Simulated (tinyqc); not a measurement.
Complex band structure along [001] in sp3s* tight binding: sweeps and comparisons. A value that a table varies takes the place of the one given here.

For k = (0, 0, kz) the phase sums are g0 = cos(phi) and g3 = i sin(phi), phi = kz a/4, and the s, pz, s* orbitals of anion (a) and cation (c) decouple from px, py. With z = exp(i phi), H(z) = H0 + z T + T^T/z for any complex z. H0 is diagonal (Esa, Epa, Exa, Esc, Epc, Exc). The anion-cation block is B(z) = z U + W/z and the cation-anion block z W^T + U^T/z, where U has Vss/2 (s,s), Vsapc/2 (s,z), -Vscpa/2 (z,s), Vxx/2 (z,z), Vxapc/2 (s*,z), -Vpaxc/2 (z,s*), and W has the same values with the s-z and s*-z signs reversed. |z| = 1 is a band state, |z| < 1 decays along [001] as exp(-kappa d) over a distance d, kappa = -(4/a) ln|z|. No spin-orbit coupling.

Values chosen for the exercise (near a published set for Ge, fitted to gaps, whose masses and valley positions are rough (light masses up to twice too heavy); the results hold for these values, not for the real material):
- p = (-5.928, 1.591, -5.928, 1.591, 6.379, 6.379, -6.742, 1.609, 4.851, 5.47, 5.47, 5.214, 5.214) eV (order Esa, Epa, Esc, Epc, Exa, Exc, Vss, Vxx, Vxy, Vsapc, Vscpa, Vxapc, Vpaxc)
- a = 5.657 angstrom (lattice constant)
- Eg = 0.757 eV (top of the energy range, the indirect gap)
- dE = 0.18 eV (E - Ev)

## Two branches across an indirect gap

Ev = -0.01800 eV

The smallest kappa with Re kz = 0 and the smallest with Re kz > 0, at energies E from Ev; a dash: no such root.

Decay constants:

| E/Eg | E (eV) | kappa at Gamma (1/angstrom) | kappa off Gamma (1/angstrom) | its Re kz (2 pi/a) |
|---|---|---|---|---|
| 0.05 | 0.0379 | 0.0215 | 0.4066 | 0.784 |
| 0.20 | 0.1514 | 0.0402 | 0.3775 | 0.787 |
| 0.35 | 0.2650 | 0.0491 | 0.3450 | 0.791 |
| 0.50 | 0.3785 | 0.0531 | 0.3081 | 0.794 |
| 0.65 | 0.4920 | 0.0531 | 0.2648 | 0.798 |
| 0.80 | 0.6056 | 0.0487 | 0.2110 | 0.802 |
| 0.90 | 0.6813 | 0.0426 | 0.1644 | 0.805 |
| 0.97 | 0.7343 | 0.0359 | 0.1207 | 0.807 |

The branch at Gamma decays more slowly on all rows listed; the other takes over only closer to its band edge, where its kappa goes to zero. The two differ in Re kz, so passing from one to the other needs kz from an abrupt interface, a steep field, a phonon or a defect. Valleys off the [001] axis, such as L, are not seen on these branches.

## Energy and lattice constant

The slowest root of the s-pz block and the heavy-hole branch, sinh^2(kappa a/4) = ((E - Epa)(E - Epc) - Vxx^2)/(Vxx^2 - Vxy^2), at E = Ev + dE with Ev the lower root of [[Epa, Vxx], [Vxx, Epc]]; the couplings are kept when a changes. Each row changes one parameter from the base and keeps the others.

Results:

| case | slowest kappa (1/angstrom) | heavy-hole kappa (1/angstrom) |
|---|---|---|
| base | 0.0430 | 0.1138 |
| dE = 0.21 eV | 0.0455 | 0.1222 |
| a = 5.827 angstrom | 0.0418 | 0.1104 |

The largest shifts from the base row, up to three for each result and ties (the steps differ in size, so this ranks the rows, not the parameters). slowest kappa (1/angstrom): dE +0.0025, a -0.0013. heavy-hole kappa (1/angstrom): dE +0.0084, a -0.0033. With the couplings fixed, kappa a stays, so kappa scales as 1/a.

(tinyqc, `OMP_NUM_THREADS=1 python tinyqc.py 1480684 1480685 out.jsonl`, Intel(R) Xeon(R) Processor @ 2.30GHz, 1 thread, shared host, about 0.01 s.)
